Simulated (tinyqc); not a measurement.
Worked calculation: static screening by free carriers. Values are carried at full precision from step to step, so a last printed digit may differ when a step is redone from the rounded ones.

kF = (3 pi^2 n/Mv)^(1/3), EF = c kF^2/m with c = hbar^2/2m0, n in 1/angstrom^3 (1e-24 per 1/cm^3), e2 = e^2/(4 pi eps0). Thomas-Fermi: qTF^2 = 6 pi e2 n/(eps EF). Debye: qD^2 = 4 pi e2 n/(eps kB T).

Constants: hbar^2/2m0 = 3.80998211 eV angstrom^2; e^2/(4 pi eps0) = 14.39964547 eV angstrom; kB = 8.617333262e-05 eV/K; a0 (Bohr radius) = 0.5291772105 angstrom.

Inputs chosen for the exercise (a free-electron density near that of Al; the results hold for these values, not for the real material): n = 1.81e+23 1/cm^3 (carrier density); m = 1 m0 (mass of one isotropic valley); Mv = 1 (valleys); eps = 1 (background dielectric constant); T = 300 K; q = 1.34 1/angstrom (wave vector).

## Fermi and screening wave vectors

Also the effective Bohr radius aB = a0 eps/m and rs = (3/(4 pi n))^(1/3)/aB.

kF = 1.7500 1/angstrom
EF at 0 K = 1.167e+04 meV
EF/kT = 451
qTF = 2.0520 1/angstrom
qD = 35.594 1/angstrom
aB = 0.5292 angstrom
rs = 2.07

The gas is degenerate, so the Thomas-Fermi value applies. With rs above 1 exchange and correlation, left out here, are not small.

## Lindhard function at one q

Lindhard at zero temperature: eps(q)/eps = 1 + (qTF/q)^2 L(x), x = q/(2 kF), L(x) = 1/2 + ((1 - x^2)/(4x)) ln|(1 + x)/(1 - x)|.

Compare with Thomas-Fermi, 1 + (qTF/q)^2.

x = 0.3829
L(x) = 0.9496
eps(q)/eps, Lindhard = 3.227
eps(q)/eps, Thomas-Fermi = 3.345

The carriers respond with 95 % of their long-wave strength at this q.

## Checks

- L(x) at x = 0.7 against the integral over the Fermi sphere: both 0.81595.

Program tinyqc; command `OMP_NUM_THREADS=1 python tinyqc.py 1652007 1652008 out.jsonl`; about 0.01 s on one thread of a shared Intel(R) Xeon(R) Processor @ 2.30GHz.
